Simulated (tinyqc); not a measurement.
Closing and inverting the gap: three-level Kane dispersion of a narrow-gap semiconductor.

Zero of energy at Gamma8, c = hbar^2/2m0, P^2 = Ep c. The free-electron term and remote bands are left out, so the heavy holes are flat at E = 0 and the other three bands obey E (E - Eg)(E + Dso) = P^2 k^2 (E + 2 Dso/3). The conduction band is the highest root; its edge is Ec = max(Eg, 0).

Constants: hbar^2/2m0 = 3.80998211 eV angstrom^2.

Values chosen for the exercise (out of a larger set: a narrow-gap II-VI alloy; not measured data):
- Dso = 1.02 eV (spin-orbit splitting)
- Ep = 18.5 eV (Kane energy)
- k = 0.016 1/angstrom (wave vector)

Eg is varied at fixed k, Dso and Ep. Edge mass: Eg (Eg + Dso)/(Ep (Eg + 2 Dso/3)) for Eg > 0, 3 |Eg|/(2 Ep) for Eg < 0. The Gamma6 weight of the conduction state is 1/(1 + P^2 k^2 [(2/3)/E^2 + (1/3)/(E + Dso)^2]).

Results:
```
Eg (eV)      m0*  highest root (eV)  middle (eV)  lowest (eV)  E - Ec (meV)  Gamma6 weight
-0.400   0.03243             0.0285      -0.4187      -1.0297          28.5          0.063
-0.200   0.01622             0.0494      -0.2420      -1.0274          49.4          0.168
-0.080   0.00649             0.0786      -0.1521      -1.0264          78.6          0.339
-0.020   0.00162             0.1026      -0.1166      -1.0260         102.6          0.466
0.020    0.00161             0.1230      -0.0972      -1.0258         103.0          0.556
0.080    0.00626             0.1602      -0.0747      -1.0255          80.2          0.679
0.200    0.01499             0.2524      -0.0474      -1.0250          52.4          0.839
0.400    0.02843             0.4320      -0.0277      -1.0243          32.0          0.937
```

The edge mass vanishes with |Eg| from both sides, yet the kinetic energy at this k stays finite, at most 103.0 meV in the table; at Eg = 0 the two-level form, without the split-off band, gives the linear value sqrt(2/3) P k = 109.7 meV. The Gamma6 weight of the conduction state goes smoothly from 0.06 to 0.94 and is 0.47 and 0.56 in the two rows next to Eg = 0: at finite k nothing jumps at the inversion.

(tinyqc, `OMP_NUM_THREADS=1 python tinyqc.py 1080301 1080302 out.jsonl`, Intel(R) Xeon(R) Processor @ 2.30GHz, 1 thread, shared host, about 0.01 s.)
